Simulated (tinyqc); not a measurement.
Epitaxial growth on a vicinal surface: Burton-Cabrera-Frank step flow, step-edge barrier and island nucleation: one step, computed by the program tinyqc. Command: `OMP_NUM_THREADS=1 python tinyqc.py 3020281 3020282 out.jsonl stepflow walk`. One thread of a shared host (Intel(R) Xeon(R) Processor @ 2.30GHz), about 0.01 s of CPU time with the checks.

Adatoms land at rate F, hop on a square grid (a simplification for hexagonal faces), desorb, or join steps. Lengths are in units of a and n is the adatom coverage. Steps ascend at x = 0 and descend at x = l.

Question. Scales. D = nu exp(-E_d/(k_B T)) (a^2/s, nu counted per direction); tau = exp(E_a/(k_B T))/nu; x_s = sqrt(D tau); n_eq = exp(-E_f/(k_B T)); terrace width l = h/(a tan(miscut)); Schwoebel length l_s = exp(E_s/(k_B T)) - 1. Temperatures in kelvin are T(C) + 273.15.

Inputs (values chosen for the exercise, close to those used for 4H-SiC(0001)): site spacing a = 3.08 angstrom; step height h = 2.52 angstrom; diffusion barrier E_d = 1.75 eV; desorption energy E_a = 3.87 eV; adatom formation energy E_f = 1.65 eV; step-edge barrier E_s = 0.22 eV; attempt frequency nu = 5 THz; miscut angle = 4 degrees; temperature T = 1640 C.

Constants: k_B = 8.617333262e-05 eV/K.

Give: D; lifetime tau; diffusion length x_s; equilibrium coverage n_eq; terrace width l; Schwoebel length l_s.

Answer.

D = 1.2274e+08 a^2/s

lifetime tau = 0.0031312 s

diffusion length x_s = 619.93 a

equilibrium coverage n_eq = 4.5023e-05

terrace width l = 11.701 a

Schwoebel length l_s = 2.7979 a

l/x_s = 0.0189: nearly every adatom reaches a step.
